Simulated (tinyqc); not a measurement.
Surface potential of a MOS transistor: implicit equation and explicit approximations: one step of the calculation.

p-type body, charge-sheet picture, depletion and inversion only, full ionisation (an idealisation for deep acceptors), Boltzmann statistics (rough once Na exp(x - xn) passes about Nc/7). In units of Vt: xg = (Vg - Vfb)/Vt, x = psi/Vt, G = gamma/sqrt(Vt), xn = (2 phiF + Vc)/Vt. The implicit equation is (xg - x)^2 = G^2 [x - 1 + exp(x - xn)] for x above about 3. Cox = eps0 eox/tox.

Problem. New x. D = exp(x - xn), f = (xg - x)^2 - G^2 (x - 1 + D), f' = -2 (xg - x) - G^2 (1 + D), x(new) = x - f/f'.

x after iteration 1 = 40.544852
G = 0.46197577
xn = 33.019986
xg = 58.796225

Wanted: D; f; f'; x after iteration 2.

Solution.

D = 1853.6
f = -70.918
f' = -432.31
x after iteration 2 = 40.381

Numbers from tinyqc (`OMP_NUM_THREADS=1 python tinyqc.py 2122220 2122221 out.jsonl`; about 0.01 s on one thread of a shared Intel Xeon 2.30GHz).
